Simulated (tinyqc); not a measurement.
What moves the results: delta-doped layer in the Thomas-Fermi potential. A value that a table varies takes the place of the one given here.

All donors ionised in the plane z = 0, zero temperature, energies from the Fermi level EF of the Thomas-Fermi model, which lies at the bulk band edge; c = hbar^2/2m0, q = e^2/(4 pi eps0). Layer in a (001) plane: two valleys with m_z = ml, m_d = mt (unprimed) and four with m_z = mt, m_d = sqrt(ml mt) (primed); m3 = (ml mt^2)^(1/3), gv = 6. With n = (gv/3 pi^2)(m3 (-V)/c)^(3/2) and V'' = -(4 pi q/eps) n for z > 0, the solution is V = -b/(|z| + z0)^4 with sqrt(b) = 20/K, K = (4 pi q/eps)(gv/3 pi^2)(m3/c)^(3/2), and z0^5 = 4b/(e F0), e F0 = 2 pi q N/eps; 1e13/cm^2 = 1e-3/angstrom^2. Exchange and correlation are left out.

Subbands solve -(c/m_z) psi'' + V psi = E psi on 1280 points of spacing z0/80; up to ten levels for each group, kept if bound with an rms width below 2.5 z0.

Constants: hbar^2/2m0 = 3.80998211 eV angstrom^2; e^2/(4 pi eps0) = 14.39964547 eV angstrom.

Inputs chosen for the exercise (near those of a delta-doped layer in Si; not measured data): ml = 0.936 m0 (longitudinal mass); mt = 0.185 m0 (transverse mass); eps = 11.9 (dielectric constant); Nl = (0.69, 1.4, 2.8, 4.8, 8.3, 14, 22) x 1e13/cm^2 (sheet densities); N = 6.9 x 1e13/cm^2 (donor sheet density).

## Doping density

The well, the lowest level and the filling anew; at zero temperature n_i = g m_d (mu - E_i)/(2 pi c), with mu fixed by sum n_i = N.

Results:
```
N (1e13/cm^2)  z0 (angstrom)  depth (eV)  lowest (eV)  next - lowest (eV)  occupied  share of lowest (%)
0.69                    35.4      0.0464      -0.0156              0.0083         2                 33.5
1.4                     30.7      0.0817      -0.0303              0.0153         2                 32.0
2.8                     26.7      0.1423      -0.0577              0.0275         3                 30.4
4.8                     24.0      0.2190      -0.0946              0.0429         3                 29.1
8.3                     21.5      0.3394      -0.1556              0.0670         3                 27.8
14                      19.4      0.5157      -0.2494              0.1021         4                 26.6
22                      17.7      0.7403      -0.3738              0.1463         4                 25.5
```

The depth grows as N^(4/5) and z0 shrinks as N^(-1/5): factors 16.0 and 2.00 for 32 times the doping. The lowest level deepens faster, with exponent 0.92, since the zero-point energy takes a smaller share of a deeper well (66 % falling to 50 %). The number of occupied subbands is 2 in the first row and 4 in the last. Depths beyond about 0.5 eV stretch parabolic valleys past their range. Up to N = 0.69 the donor spacing exceeds 1.5 Bohr radii (one radius, a0 eps/m with the density-of-states mass, is 20 angstrom), where a uniform sheet is a crude picture of discrete donors (beyond about three radii electrons stay on single donors).

## What each parameter does

z0, depth, lowest level and its rms width. Each row changes one parameter from the base and keeps the others.

Results:
```
case                z0 (angstrom)  depth (eV)  lowest (eV)  rms z (angstrom)
base                        22.32      0.2928      -0.1316              5.65
N = 11 x 1e13/cm^2          20.34      0.4252      -0.2007              4.70
eps = 10.7                  20.95      0.3055      -0.1342              5.52
ml = 1.076 m0               21.71      0.2847      -0.1299              5.34
mt = 0.157 m0               23.84      0.3127      -0.1480              5.48
```

The largest shifts from the base row, up to three for each result and ties (the steps differ in size, so this ranks the rows, not the parameters). z0 (angstrom): N -1.99, mt +1.51, eps -1.38. depth (eV): N +0.1324, mt +0.0199, eps +0.0127. lowest (eV): N -0.0691, mt -0.0164, eps -0.0026. rms z (angstrom): N -0.95, ml -0.30, mt -0.17.

Run: tinyqc, `OMP_NUM_THREADS=1 python tinyqc.py 1280018 1280019 out.jsonl`; Intel(R) Xeon(R) Processor @ 2.30GHz, one thread, shared host; about 0.2 s of CPU time with all checks.
